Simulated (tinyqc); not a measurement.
## Power transistor in saturation, electro-thermal loop: effect of the overdrive at 300 K

One temperature T for the device, T = T0 + Rth P(T), with P(T) = V I0 (T/300 K)^(-al) [1 + kv (T - 300 K)/Vov]^2. The loop gain is Rth dP/dT; a solution is thermally stable when it is below one.

P'(T) = P [-al/T + 2 kv/(Vov + kv (T - 300 K))], G = Rth P'. T is the lowest solution.

Parameters, values chosen for the exercise: ambient temperature T0 = 360 K; drain voltage V = 28 V; saturation current at 300 K I0 = 0.42 A; exponent of the mobility al = 1.4; fall of the threshold with temperature kv = 3.7 mV/K; thermal resistance Rth = 3.2 K/W.

Results:
```
Vov (V)	T (K)	P (W)	G
0.4	521.1	50.34	0.5459
0.6	435.2	23.49	0.2638
0.9	411.4	16.07	0.1150
2	395.4	11.06	-0.01401
3	392.1	10.02	-0.04349
```

Estimate the missing row, Vov = 1.3 V.

Computed row:
```
Vov (V)	T (K)	P (W)	G
1.3	401.6	12.99	0.03864
```

With this row back in the table: The power at 300 K is held at P0, so Vov acts only through the temperature factor. As Vov goes from 0.4 to 3 V, T falls from 521.1 to 392.1 K, the power falls from 50.3 to 10.0 W and the loop gain falls from 0.546 to -0.0435. The gain changes sign between Vov = 1.3 and 2 V, where the fall of the threshold and that of the mobility balance.

Numbers from tinyqc (`OMP_NUM_THREADS=1 python tinyqc.py 2520032 2520033 out.jsonl`; about 0.01 s on one thread of a shared Intel Xeon 2.30GHz).
